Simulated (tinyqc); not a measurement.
Gate work function from the charge.

Problem. For an undoped double gate, Q = 8 eps0 eps_r Vt beta tan(beta)/ts with 0 < beta < pi/2, and at the source (Vg - dphi)/(2 Vt) - ln[(2/ts) sqrt(2 eps0 eps_r Vt/(q ni))] = ln(beta) - ln(cos beta) + 2 r beta tan(beta), r = eps_r tox/(eox ts). Find beta and dphi.

Inputs (values chosen for the exercise); material values close to those of In0.53Ga0.47As: temperature T = 300 K; relative permittivity of the semiconductor eps_r = 14.2; relative permittivity of the gate insulator eox = 25.3; insulator thickness tox = 9.3 nm; body thickness ts = 8 nm; gate voltage Vg = 0.93 V.

Constants: q = 1.602176634e-19 C, kB = 1.380649e-23 J/K, Vt = kB T/q, eps0 = 8.8541878128e-14 F/cm where lengths are in cm. Results are converted to the units shown.

Qs = 1118.0947 nC/cm^2
ni = 6.8677765e11 cm^-3

Answer. beta tan(beta) rises from 0 without bound on the interval, so the charge fixes beta; the second relation is then explicit in dphi. At this charge the surface density passes 0.3 Nc, so the classical Boltzmann model is only formal.

beta = 1.23
dphi = 0.240 V

tinyqc, about 0.02 s, one thread, Intel Xeon 2.30GHz (shared host): `OMP_NUM_THREADS=1 python tinyqc.py 2440173 2440174 out.jsonl`
